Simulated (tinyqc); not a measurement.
Koster-Slater impurity in a tight-binding band, by Green functions and by supercells: one step, computed by the program tinyqc. Command: `OMP_NUM_THREADS=1 python tinyqc.py 3013951 3013952 out.jsonl kosterslater walk`. One thread of a shared host (Intel(R) Xeon(R) Processor @ 2.30GHz), about 0.06 s of CPU time with the checks.

One orbital per site, e(k) = -2 t sum cos(k_i) over 3 direction(s), band from -6 t to 6 t, lattice constant 1. One site has the extra energy U. Spin is left out.

Task: The level in the supercell. In a periodic cell of N sites along each direction with Bloch vector K, the level solves 1/U = N^-d sum_k 1/(E - e(k)), k_i = (2 pi m_i + K_i)/N, m_i = 0..N-1; the outermost root on the side of U is taken (bisection). d is the number of directions. Gamma means K_i = 0, the zone corner K_i = pi, the quarter point K_i = pi/2. The error is measured against the isolated level E_b.

Inputs (values chosen for the exercise, for a model band): hopping t = 0.94 eV; impurity potential U = -7.94 eV; supercell edge N = 2 sites.

Lattice: simple cubic.

level E_b = -8.638944 eV

Give: level at Gamma; level at the corner; level at the quarter point; error at Gamma; width between Gamma and the corner.

Result:

level at Gamma = -9.334 eV

level at the corner = -7.94 eV

level at the quarter point = -8.625 eV

error at Gamma = -0.6946 eV

width between Gamma and the corner = 1.394 eV

Images turn the level into a band 1.39 eV wide; the quarter point misses the isolated level by 0.014 eV, far less than Gamma, because the leading hopping between images averages out there.
